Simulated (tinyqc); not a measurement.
From results back to parameters: thin-film optics by transfer matrices.

Problem. One transparent film on the substrate, in air; its thickness is hidden and lies within the first period.

Indices N = n + i k. Snell: N0 sin(theta) = N_j sin(theta_j), with Im(N_j cos theta_j) >= 0. Admittance y_j = N_j cos theta_j for s and N_j/cos theta_j for p. Phase delta_j = 2 pi N_j cos theta_j d_j/lambda. Layer matrix [[cos delta, -i sin delta/y], [-i y sin delta, cos delta]], multiplied from the top down to M. (B, C) = M (1, y_sub); r = (y0 B - C)/(y0 B + C), R = |r|^2, T = 4 Re y0 Re y_sub/|y0 B + C|^2, absorbed in the films 1 - R - T.

Ellipsometry: rho = tan(Psi) exp(i Delta) = -conj(r_p/r_s) with the r of the admittance formula, Delta in 0 to 360 degrees, so that a bare dielectric at small angles gives Delta = 180.

Inputs chosen for the exercise (indices near those of Si3N4 on Al; shifted at random, so the results belong to these values and not to a real crystal): lam = 633 nm (vacuum wavelength); n0 = 1 (ambient index); n = (2.039, 1.378) (n of Si3N4, substrate); k = (0, 7.765) (k in the same order); theta_e = 60 degrees (angle of the ellipsometer).

Psi = 43.238 degrees
Delta = 134.517 degrees

Find: period; d.

Solution. Psi and Delta repeat with the period lambda/(2 sqrt(n^2 - sin^2 theta)); within one period they trace a closed curve once, and a scan of d finds the one point that matches both. Adding whole periods gives the same angles.

period = 171.5 nm
d = 19.1 nm

Computed by tinyqc, a small Python program: `OMP_NUM_THREADS=1 python tinyqc.py 1681092 1681093 out.jsonl` (the numbers bound the seed that draws the inputs); one thread of a shared host (Intel(R) Xeon(R) Processor @ 2.30GHz), about 0.03 s for the whole set of steps.
